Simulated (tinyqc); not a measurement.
Two-sublattice mean-field magnet: ferrimagnet, compensation points and susceptibility: one step, computed by the program tinyqc. Command: `OMP_NUM_THREADS=1 python tinyqc.py 3030595 3030596 out.jsonl ferri walk`. One thread of a shared host (Intel(R) Xeon(R) Processor @ 2.30GHz), about 0.01 s of CPU time with the checks.

A random alloy A(1-x)B(x) with H = -sum over pairs J S_i.S_j. a = <S_A> and b = <S_B> are taken along z, a > 0. Exchange fields: h_A = (1 - x) zJ_AA a + x zJ_AB b, h_B = (1 - x) zJ_AB a + x zJ_BB b; a = S_A B_(S_A)(S_A h_A/(k_B T)) and likewise for b, with the Brillouin function B_S(y) = [(2S + 1)/(2S)] coth[(2S + 1) y/(2S)] - [1/(2S)] coth[y/(2S)].

Problem. First step. Start from a = S_A, b = -S_B and apply the equations once.

Inputs (values chosen for the exercise, for a model ferrimagnet):
```
quantity,value,unit
spin S_A,2,-
spin S_B,3.5,-
fraction x of B sites,0.35,-
z J_AA,41.2,meV
z J_BB,3.2,meV
z J_AB,-4.5,meV
```

T = 417.8266 K

Constants: k_B = 8.617333262e-05 eV/K.

Give: h_A; h_B; new a; new b.

Solution.

h_A = 59.0725 meV

h_B = -9.77 meV

new a = 1.7609

new b = -1.3224
